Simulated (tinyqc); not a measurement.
Inside a calculation. Model: implant damage, amorphisation by cascade overlap, and solid-phase epitaxial regrowth. Computed by tinyqc, a small Python program that keeps every step. Command: `OMP_NUM_THREADS=1 python tinyqc.py 3110893 3110894 out.jsonl sper walk`. One thread of a shared host (Intel(R) Xeon(R) Processor @ 2.30GHz), about 0.01 s of CPU time with the checks. Intermediate numbers are printed to about 5 digits and carried at full precision; extremes and crossings named in words are read from the listed rows.

Range and width of the damage are inputs. Dynamic annealing enters only through the surviving share f.

Inputs (values chosen for the exercise, modelled on germanium ions in silicon): atomic density N = 49.9 1/nm^3; ion Z1 = 32; ion mass M1 = 72.6 u; target Z2 = 14; target mass M2 = 28.09 u; ion energy E = 42 keV; displacement energy E_d = 17 eV; depth of the damage peak R_d = 23 nm; width of the damage profile s_d = 16 nm; share of defects that survive f = 0.89; critical displaced share x_c = 0.19; dose Q = 8.7e+14 1/cm^2; overlaps needed n = 3; area amorphised by one track A_i = 2.3 nm^2; regrowth prefactor v0 = 5e+15 nm/s; regrowth energy E_a = 2.72 eV; anneal temperature = 685 C; rate relative to (100) = 0.33; peak enhancement by the dopant = 9.9; ramp rate = 1.4 K/s.

Constants: a_0 = 0.529177210903 angstrom; e^2/(4 pi eps_0) = 14.39964548 eV angstrom; k_B = 8.617333262e-05 eV/K.

## Damage energy and displacements per ion

Robinson partition: eps = E a M2/(Z1 Z2 (e^2/(4 pi eps_0)) (M1 + M2)), a = 0.8853 a_0/sqrt(Z1^(2/3) + Z2^(2/3)); k = 0.0793 Z1^(2/3) Z2^(1/2) (M1 + M2)^(3/2)/((Z1^(2/3) + Z2^(2/3))^(3/4) M1^(3/2) M2^(1/2)); damage energy T_d = E/(1 + k (eps + 0.40244 eps^(3/4) + 3.4008 eps^(1/6))); displacements nu = 0.8 T_d/(2 E_d).

reduced energy eps = 0.21347

k = 0.11581

damage energy T_d = 31.254 keV

T_d/E = 0.74413

displacements per ion nu = 735.38

26 % of the energy goes to electrons.

## The amorphous layer

Displaced share x(z) = f nu Q exp(-(z - R_d)^2/(2 s_d^2))/(sqrt(2 pi) s_d N); the layer is amorphous where x > x_c, between R_d -/+ s_d sqrt(2 ln(x_max/x_c)), the upper edge being cut at the surface. Threshold dose Q_c = Q x_c/x_max.

peak displaced share x_max = 2.8452

threshold dose Q_c = 5.8098e+13 1/cm^2

upper edge = 0 nm

lower edge = 60.224 nm

The layer reaches the surface. Caution: x above 1 counts atoms displaced more than once.

## Damage left below the interface

Displaced atoms per area beyond the lower edge z2: f nu Q (1/2) erfc((z2 - R_d)/(sqrt2 s_d)); they are not removed by regrowth.

share of the damage beyond z2 = 0.0099953

displaced atoms beyond z2 = 5.6914e+15 1/cm^2

## Layer against dose

The formulas are those given above.

Dose series; the last column is f nu Q erfc((z2 - R_d)/(sqrt2 s_d))/2:
```
Q (1/cm^2)   x_max  upper edge (nm)  lower edge (nm)  displaced atoms beyond z2 (1/cm^2)
6.39e+13    0.2090           16.019           29.981                          1.3856e+16
8.71e+13    0.2848            8.601           37.399                          1.0494e+16
1.45e+14    0.4742            1.360           44.640                          8.3618e+15
2.32e+14    0.7587            0.000           49.625                          7.2955e+15
4.07e+14    1.3310            0.000           54.571                          6.4566e+15
6.97e+14    2.2794            0.000           58.667                          5.8849e+15
1.45e+15    4.7420            0.000           63.586                          5.3113e+15
2.90e+15    9.4839            0.000           67.745                          4.9018e+15
```

A dose 45 times larger moves the lower edge from 30.0 to 67.7 nm, as the root of a logarithm, and the damage beyond it falls by a factor 2.8, since the edge lies on an ever steeper tail. The layer reaches the surface at Q_c exp(R_d^2/(2 s_d^2)) = 1.63e14 per cm^2.

## Overlap model

Gibbons model: a point turns amorphous after n + 1 hits; with y = A_i Q the amorphous share is 1 - exp(-y) sum_(k=0..n) y^k/k!. Doses are set by y.

Amorphous share:
```
y    Q (1/cm^2)  direct impact (n = 0)     given n
0.1  4.3478e+12                0.09516  3.8468e-06
0.3  1.3043e+13                0.25918  2.6581e-04
0.6  2.6087e+13                0.45119  3.3581e-03
1.0  4.3478e+13                0.63212  1.8988e-02
2.0  8.6957e+13                0.86466  1.4288e-01
3.0  1.3043e+14                0.95021  3.5277e-01
5.0  2.1739e+14                0.99326  7.3497e-01
8.0  3.4783e+14                0.99966  9.5762e-01
```

At small y the share grows as y^4; between the first rows the exponent is 3.86.

## Isothermal regrowth

v = v0 x orientation factor x exp(-E_a/(k_B T)) x [1 + (enhancement - 1) exp(-(z - R_d)^2/(2 s_d^2))], T = anneal temperature + 273.15 K; the dopant is taken to follow the damage profile; the lower front moves from the lower edge z2 to the surface, or to the middle (z1 + z2)/2 of a buried layer with upper edge z1; time = int dz/v; the equivalent undoped distance is that time times the undoped velocity.

undoped velocity = 8.1385 nm/s

distance to regrow = 60.224 nm

time without enhancement = 7.4000 s

equivalent undoped distance = 12.322 nm

time with enhancement = 1.5141 s

The rate doubles for each 20 K or so near this temperature.

## Regrowth during a ramp

On a linear ramp from 200 C regrowth ends at the T_f where int v_undoped dT/(ramp rate) equals the equivalent undoped distance.

temperature at which regrowth ends = 619.35 C

Checks made by the program: tail against quadrature of x(z) N (relative difference below 1e-10).
